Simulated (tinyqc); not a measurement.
The same layer on three faces: model-solid line-up of a strained alloy layer on a substrate.

All values of the alloy are linear in x but the gap, Eg(x) = (1 - x) Eg_A + x Eg_B - C x (1 - x), and the valence edge, Ev(x) = (1 - x) Ev_A + x Ev_B + fv C x (1 - x); Ec = Ev + Eg. Ev is the top of the unstrained valence band on a scale common to all materials. In the layer only the Gamma valley of the conduction band is followed, also where an X or L valley would lie lower.

Coherent growth: e_par = (a_s - a)/a. (001): e_perp = -2 (C12/C11) e_par; exx = eyy = e_par, ezz = e_perp, no shear. (111): e_perp = -(2 C11 + 4 C12 - 4 C44)/(C11 + 2 C12 + 4 C44) e_par; exx = eyy = ezz = (2 e_par + e_perp)/3 and exy = eyz = ezx = (e_perp - e_par)/3. (110): e_perp = -(C11 + 3 C12 - 2 C44)/(C11 + C12 + 2 C44) e_par; exx = eyy = (e_par + e_perp)/2, ezz = e_par, exy = (e_perp - e_par)/2, eyz = ezx = 0.

Strained edges: Ec + ac tr(e); the valence edges are Ev plus the levels of the 6 x 6 matrix of X, Y, Z times spin with -Dso/3 + l exx + m (eyy + ezz) on the diagonal (cyclic), n exy off it, l = av + 2 b, m = av - b, n = sqrt(3) d. Spin-orbit term (Dso/3) L.sigma on X, Y, Z with (L_k)_ij = -i epsilon_kij: <X+|H|Y+> = -i Dso/3, <X+|H|Z-> = Dso/3, <Y+|H|Z-> = -i Dso/3, <Z+|H|X-> = -Dso/3, <Z+|H|Y-> = i Dso/3, <X-|H|Y-> = i Dso/3, and their conjugates; + and - are the spin along z.

Parameters, chosen for this exercise (A near GaAs, B near GaP, substrate near GaAs; the results hold for these values, not for the real material): a = (5.65, 5.446) angstrom (lattice constant of A, B); Eg = (1.506, 2.863) eV (gap at Gamma to the s-like level of A, B); Dso = (0.339, 0.079) eV (spin-orbit splitting of A, B); Ev = (-0.8, -1.27) eV (top of the unstrained valence band of A, B); ac = (-7.13, -8.17) eV (conduction deformation potential of A, B); av = (1.16, 1.69) eV (valence hydrostatic potential of A, B); b = (-2.03, -1.62) eV (tetragonal shear potential of A, B); d = (-4.81, -4.64) eV (trigonal shear potential of A, B); C11 = (123.6, 142.4) GPa (of A, B); C12 = (56.4, 62.6) GPa (of A, B); C44 = (59.2, 69.7) GPa (of A, B); C = 0.193 eV (bowing of the gap); fv = 0 (share of the bowing taken by the valence edge); a_s = 5.65 angstrom (substrate); x = 0.39 (fraction of B).

Composition and substrate are kept.

Results:
```
face,e_perp (%),tr(e) (%),shift of Ec (meV),shift of Ev (meV),valence splitting (meV),gap (eV)
(001),-1.283,1.573,-118.6,89.1,118.3,1.7817
(111),-0.694,2.162,-162.9,109.0,137.6,1.7174
(110),-0.816,2.040,-153.7,105.1,133.1,1.7305
```

The layer yields most along the normal on (001) and least on (111), so the volume change, and with it the shift of Ec, is largest on (111). The valence splitting, set by b on (001), by d on (111) and by both on (110), is largest on (111). The gaps span 64 meV, from (111) to (001).

Program tinyqc; command `OMP_NUM_THREADS=1 python tinyqc.py 1080395 1080396 out.jsonl`; about 0.01 s on one thread of a shared Intel(R) Xeon(R) Processor @ 2.30GHz.
